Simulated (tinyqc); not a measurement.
What each parameter does: delta-doped layer in the Thomas-Fermi potential.

All donors ionised in the plane z = 0, zero temperature, energies from the Fermi level EF of the Thomas-Fermi model, which lies at the bulk band edge; c = hbar^2/2m0, q = e^2/(4 pi eps0). gv = 1 equivalent valley, m_d = sqrt(m3^3/mz) in the plane. With n = (gv/3 pi^2)(m3 (-V)/c)^(3/2) and V'' = -(4 pi q/eps) n for z > 0, the solution is V = -b/(|z| + z0)^4 with sqrt(b) = 20/K, K = (4 pi q/eps)(gv/3 pi^2)(m3/c)^(3/2), and z0^5 = 4b/(e F0), e F0 = 2 pi q N/eps; 1e13/cm^2 = 1e-3/angstrom^2. Exchange and correlation are left out.

Subbands solve -(c/m_z) psi'' + V psi = E psi on 1280 points of spacing z0/80; up to ten levels for each group, kept if bound with an rms width below 2.5 z0.

Constants: hbar^2/2m0 = 3.80998211 eV angstrom^2; e^2/(4 pi eps0) = 14.39964547 eV angstrom.

Parameters, chosen for this exercise (near those of a delta-doped layer in GaAs; not measured data): m3 = 0.067 m0 (density-of-states mass of a valley); mz = 0.067 m0 (mass along z); eps = 12.6 (dielectric constant); N = 0.78 x 1e13/cm^2 (donor sheet density).

z0, depth, lowest level and its rms width.

One parameter was then changed.

Results before and after:

| case | z0 (angstrom) | depth (eV) | lowest (eV) | rms z (angstrom) |
|---|---|---|---|---|
| base | 186.11 | 0.2606 | -0.1607 | 24.00 |
| changed | 186.11 | 0.2606 | -0.1564 | 25.71 |

Which of these changes was made? (a) eps = 11.3; (b) m3 = 0.077 m0; (c) mz = 0.057 m0; (d) N = 0.468 x 1e13/cm^2.

Answer: (c) mz = 0.057 m0. Of the candidates, run in turn, only this one gives the changed row.

All candidates:

| case | z0 (angstrom) | depth (eV) | lowest (eV) | rms z (angstrom) |
|---|---|---|---|---|
| base | 186.11 | 0.2606 | -0.1607 | 24.00 |
| N = 0.468 x 1e13/cm^2 | 206.13 | 0.1732 | -0.1032 | 29.00 |
| eps = 11.3 | 174.34 | 0.2722 | -0.1655 | 23.33 |
| m3 = 0.077 m0 | 171.21 | 0.2397 | -0.1417 | 24.57 |
| mz = 0.057 m0 | 186.11 | 0.2606 | -0.1564 | 25.71 |

(tinyqc, `OMP_NUM_THREADS=1 python tinyqc.py 1251588 1251589 out.jsonl`, Intel(R) Xeon(R) Processor @ 2.30GHz, 1 thread, shared host, about 0.06 s.)
